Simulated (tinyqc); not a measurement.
Inside a calculation. Model: crystallisation kinetics and data retention of a phase-change cell.

Numbers from tinyqc (`OMP_NUM_THREADS=1 python tinyqc.py 2490001 2490002 out.jsonl`; about 0.02 s on one thread of a shared Intel Xeon 2.30GHz). Printed values are rounded.

Johnson-Mehl-Avrami-Kolmogorov law X = 1 - exp(-y^n), y = integral of k dt, k = (1/100 s) exp[-(Ec q/kB)(1/T - 1/T1)].

Inputs (values chosen for the exercise); values of the order of Ge-Sb-Te and related chalcogenides:
- Ec = 2.16 eV (activation energy of crystallisation)
- T1 = 428 K (temperature at which the rate k is 1/(100 s))
- n = 2 (Avrami exponent)
- Xf = 0.4 (crystalline share at which the state is lost)
- T = 327 K (storage temperature)
- b = 10 K/min (heating rate)
- Ta = 398 K (start of the ramp table)
- dT = 6 K (step of the table)
- m = 10 (steps)

Constants: q = 1.602176634e-19 C, kB = 1.380649e-23 J/K. Results are converted to the units shown.

Range of the model: One Arrhenius rate is assumed; incubation, growth from the boundary and the non-Arrhenius kinetics of the supercooled liquid are left out.

## Retention

At fixed T the state fails at t = (-ln(1 - Xf))^(1/n)/k; ten years are 3.15576e8 s.

k = 1.39353e-10 1/s
y at failure = 0.714721
time to fail = 5.12885e9 s
the same in years = 162.523
temperature for ten years = 339.343 K

The cell meets ten years at 327 K.

## A heating ramp

T rises at the rate b. Start with y = k (kB Ta^2/(q Ec))/b, the integral from cold to Ta to leading order; over each step k is taken as exponential in T, so y gains (dT/b)(k2 - k1)/ln(k2/k1). dX/dt = n y^(n - 1) k exp(-y^n), listed as 0 once y^n exceeds 23.

```
point,T (K),k (1/s),y,X,dX/dt (1/s)
0,398,1.21014e-4,0.00458850,2.10541e-5,1.11052e-6
1,404,3.08351e-4,0.0117989,1.39205e-4,7.27541e-6
2,410,7.64483e-4,0.0298842,8.92669e-4,4.56512e-5
3,416,0.00184636,0.0740539,0.00546897,2.71964e-4
4,422,0.00434884,0.179213,0.0316071,0.00150947
5,428,0.01,0.423536,0.164214,0.00707971
6,434,0.0224713,0.978053,0.615798,0.0168880
7,440,0.0493930,2.20865,0.992389,0.00166065
8,446,0.106292,4.88142,1.00000,0
9,452,0.224129,10.5677,1,0
10,458,0.463456,22.4271,1,0
```

Among the points the rate is largest at 434 K, where X = 0.616; the exact peak lies at 434.1 K.
